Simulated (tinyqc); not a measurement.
Hot electrons in a saturated n-channel MOSFET, lucky-electron model: two steps of the calculation.

Beyond pinch-off the lateral field grows as Esat cosh(y/l) over the velocity-saturated region (pseudo-two-dimensional model). Impact ionisation in this region gives the substrate current, which biases the body forward through Rsub. Currents are per width. Local-field laws: they overstate ionisation when the field peak is narrower than an energy relaxation length.

Parameters, values chosen for the exercise; values close to those of silicon n-channel devices:
```
symbol   value     unit                                   meaning
L          1.2       um                            channel length
tox         31       nm                           oxide thickness
VT        0.54        V                                 threshold
vs       7.1e6     cm/s                       saturation velocity
Ai         2e6     1/cm                      ionisation prefactor
Bi        1.64    MV/cm                          ionisation field
Rd         700   ohm um     resistance of the lightly doped drain
Rsub     15000   ohm um                      substrate resistance
kb        0.34           fall of VT per volt of forward body bias
lm         7.4       nm               hot-electron mean free path
pb         3.2        V                             oxide barrier
Cg      0.0019                      prefactor of the gate current
m          3.2                                  lifetime exponent
Hl       14000  s uA/um                         lifetime constant
Vd         5.2        V                             drain voltage
Vg         2.6        V                              gate voltage
```

Constants: eps0 = 8.8541878128e-14 F/cm where lengths are in cm. Results are converted to the units shown.

Problem 1. Body bias from the substrate current. Cox = 3.9 eps0/tox. Overdrive g = Vg - VT + kb Vb; Vdsat = g Esat L/(g + Esat L); Id = Cox vs (g - Vdsat); dV = Vd - Id Rd - Vdsat; Em = sqrt((dV/l)^2 + Esat^2); Isub = Id (Ai/Bi) l Em exp(-Bi/Em). Vb(new) = Rsub Isub.

Vb at the start = 0 V
l = 195.26905 nm
Esat = 0.037368421 MV/cm

Give: Vdsat; Id; dV; Em; Isub; Vb after iteration 1.

Solution 1.

Vdsat = 1.4115 V
Id = 51.285 uA/um
dV = 3.7526 V
Em = 0.19577 MV/cm
Isub = 0.055011 uA/um
Vb after iteration 1 = 8.2517e-4 V

Problem 2. Gate current, lifetime and channel shortening. Ig = Cg Id exp(-pb/(lm Em)); lifetime tau = (Hl/Id)(Isub/Id)^(-m); length of the saturated region dL = l ln[(dV/l + Em)/Esat]. 1 year = 3.15576e7 s.

Id = 51.296393 uA/um
dV = 3.7524118 V
Em = 0.19576584 MV/cm
Isub = 0.055005238 uA/um
l = 195.26905 nm
Esat = 0.037368421 MV/cm

Give: Isub/Id; Ig; tau; dL.

Solution 2.

Isub/Id = 0.0010723
Ig = 2.4865e-5 pA/um
tau = 27537 years
dL = 456.93 nm

The lifetime exceeds ten years.

Computed by the program tinyqc: `OMP_NUM_THREADS=1 python tinyqc.py 2550086 2550087 out.jsonl`, one thread of a shared Intel Xeon 2.30GHz, about 0.01 s for the whole run.
